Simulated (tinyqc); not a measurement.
# Via and link resistance from two via chains

Problem. A chain of 5000 vias joined by 5000 metal links has R = 5000 (Rv + Rlink), with Rlink proportional to the link length. Find Rv, Rlink for length L, and the value of Rv that the short chain would give if the links were ignored.

resistance of chains of 5000 links with link lengths L and 3 L (ohm): 1.4e5  2.4e5

Answer. R per link is a straight line in the link length; its intercept at zero length is Rv.

Rv = 18.00 ohm
Rlink = 10.00 ohm
Rv without correction = 28.00 ohm

tinyqc, about 0.01 s, one thread, Intel Xeon 2.30GHz (shared host): `OMP_NUM_THREADS=1 python tinyqc.py 2750116 2750117 out.jsonl`
